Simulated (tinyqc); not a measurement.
# Trap-assisted generation and recombination current of an abrupt junction, step by step

A worked calculation. Computed by tinyqc, a small Python program that keeps every step. Command: `OMP_NUM_THREADS=1 python tinyqc.py 3020704 3020705 out.jsonl junctionleak walk`. One thread of a shared host (Intel(R) Xeon(R) Processor @ 2.30GHz), about 0.01 s of CPU time with the checks. Intermediate numbers are printed to about 5 digits and carried at full precision; extremes and crossings named in words are read from the listed rows.

Depletion approximation, flat quasi-Fermi levels across the depleted layer, long neutral regions with minority lifetimes tau_n and tau_p, full ionisation and Boltzmann statistics. Voltages in exponents stand for e V.

Inputs (values chosen for the exercise, with bands and screening modelled on germanium):
```
quantity                              value    unit
gap E_g                               0.673      eV
electron mass m_e                     0.217     m_0
valleys M_c                               4       -
hole mass m_h                         0.348     m_0
dielectric constant eps                15.7       -
acceptor density N_A                9.9e+15   cm^-3
donor density N_D                   2.2e+18   cm^-3
capture time tau_n                  1.9e-05       s
capture time tau_p                  3.2e-09       s
trap level E_t - E_i                 -0.098      eV
electron diffusion coefficient D_n       49  cm^2/s
hole diffusion coefficient D_p          5.4  cm^2/s
forward bias V                          0.2       V
reverse bias V_r                        1.2       V
temperature T                           300       K
```

Field enhancement: none.

Constants: k_B = 8.617333262e-05 eV/K; m_0 = 9.1093837015e-31 kg; k_B = 1.380649e-23 J/K; h = 6.62607015e-34 J s; e = 1.602176634e-19 C; eps_0 = 8.8541878128e-12 F/m.

## Built-in voltage and diffusion current

N_c = 2 M_c (2 pi m_e k_B T/h^2)^(3/2) and N_v = 2 (2 pi m_h k_B T/h^2)^(3/2), masses in units of m_0. n_i = sqrt(N_c N_v) exp(-E_g/2 k_B T); V_bi = (k_B T/e) ln(N_A N_D/n_i^2); diffusion saturation current J_d0 = e n_i^2 [sqrt(D_n/tau_n)/N_A + sqrt(D_p/tau_p)/N_D].

k_B T = 0.025852 eV

n_i = 1.6076e+13 cm^-3

V_bi = 0.47179 V

J_d0 = 7.4899e-06 A/cm^2

## Depleted layer under reverse bias

W = sqrt(2 eps eps_0 (V_bi - V)(1/N_A + 1/N_D)/e), x_p = W N_D/(N_A + N_D), x_n = W - x_p, peak field F_m = 2 (V_bi - V)/W; reverse bias means V = -V_r.

W = 542.54 nm

x_p = 540.11 nm

x_n = 2.4305 nm

peak field F_m = 61628 V/cm

## Generation across the layer

Potential from the p edge: phi = (V_bi - V) x^2/(x_p W) on the p side and (V_bi - V)[1 - (W - x)^2/(x_n W)] on the n side; p = N_A exp(-phi/k_B T), n = n_i^2 exp(V/k_B T)/p; U = (n p - n_i^2)/[tau_p (n + n_i exp(dE/k_B T)) + tau_n (p + n_i exp(-dE/k_B T))], dE = E_t - E_i, n1 = n_i exp(dE/k_B T), p1 = n_i exp(-dE/k_B T); J_t = e int U dx by the trapezoid rule on 400 intervals on each side.

Profile under reverse bias:
```
x (nm)  F (V/cm)   n (cm^-3)   p (cm^-3)  generation -U (cm^-3 s^-1)
27.01       3081  2.1257e-10  8.4283e+15                  1.4881e+15
81.02       9244  7.7035e-10  2.3257e+15                  4.4777e+15
162.03     18488  5.9419e-08  3.0153e+13                  1.8327e+16
270.05     30814  1.7675e-03  1.0136e+09                  1.9103e+16
378.08     43140  9.0682e+03  1.9757e+02                  1.9103e+16
486.10     55465  8.0241e+12  2.2328e-07                  1.9103e+16
540.11     61628  1.6467e+18  1.0880e-12                  1.3748e+16
540.83     43294  1.9069e+18  9.3954e-13                  1.3165e+16
541.81     18643  2.1424e+18  8.3625e-13                  1.2678e+16
542.41      3235  2.1982e+18  8.1503e-13                  1.2568e+16
```

## Reverse current

Generation lifetime tau_g = tau_p exp(dE/k_B T) + tau_n exp(-dE/k_B T); textbook estimate e n_i W/tau_g; generation current J_g = -J_t; total = J_g + J_d0 (1 - exp(-V_r/k_B T)).

generation current = 1.3403e-07 A/cm^2

tau_g = 8.4155e-04 s

estimate e n_i W/tau_g = 1.6605e-07 A/cm^2

total reverse current = 7.6239e-06 A/cm^2

The integral is 0.807 times the estimate, since near the edges n or p exceeds n_i and stops generation. Generation carries 1.8 % of the reverse current.

## Forward current and ideality

Total J = J_t + J_d0 (exp(V/k_B T) - 1); ideality n = (e/k_B T) dV/d ln J, central difference of 1 mV.

recombination current in the layer = 7.8157e-05 A/cm^2

total forward current = 0.017223 A/cm^2

ideality factor = 0.99999

## Which current rules in forward bias

J_d = J_d0 (exp(V/k_B T) - 1). Ideality n = (e/k_B T) dV/d ln J, central difference of 1 mV. The rows stop just below the bias where n = 0.1 p or tau_p n = 0.1 tau_n p at the p edge, or the like at the n edge.

Forward characteristic:
```
V (V)  J_t (A/cm^2)  J_d (A/cm^2)  ideality of J_t  ideality of the sum
0.05     3.0109e-07    4.4323e-05           0.8944               0.8556
0.08     1.0078e-06    1.5786e-04           1.0089               0.9550
0.11     3.0996e-06    5.2022e-04           1.0509               0.9862
0.15     1.3253e-05    2.4720e-03           1.0766               0.9974
0.18     3.8643e-05    7.9055e-03           1.0925               0.9995
0.21     1.1081e-04    2.5246e-02           1.1115               1.0001
0.24     3.1121e-04    8.0585e-02           1.1377               1.0004
0.27     8.4954e-04    2.5719e-01           1.1763               1.0005
```

Diffusion rules over the whole range. The ideality of J_t alone lies between 0.89 and 1.18.

## Leakage against temperature

The gap, capture times and diffusion coefficients are held fixed. J_g = -J_t at V = -V_r. The last column is -k_B d ln(J_g + J_d0)/d(1/T) from this row and the one above.

Reverse current:
```
T (K)  generation (A/cm^2)  diffusion (A/cm^2)  activation energy (eV)
240             1.3352e-09          5.7183e-09                       -
270             1.7040e-08          3.0268e-07                 0.70990
300             1.3403e-07          7.4899e-06                 0.73793
340             1.2274e-06          2.3316e-04                 0.75277
380             7.2067e-06          3.6530e-03                 0.76496
420             3.0421e-05          3.4923e-02                 0.77586
480             1.6858e-04          5.3278e-01                 0.78883
```

The activation energy goes from 0.710 to 0.789 eV. Generation alone gives about E_g/2 + dE if tau_p exp(dE/k_B T) exceeds tau_n exp(-dE/k_B T), else E_g/2 - dE, here 0.434 eV, plus 1.5 k_B T and diffusion E_g = 0.673 eV plus 3 k_B T; diffusion rules in every row.

Checks made by the program: the integral with twice the points (relative difference 1e-05); the forward integral with twice the points (relative difference 4e-06).
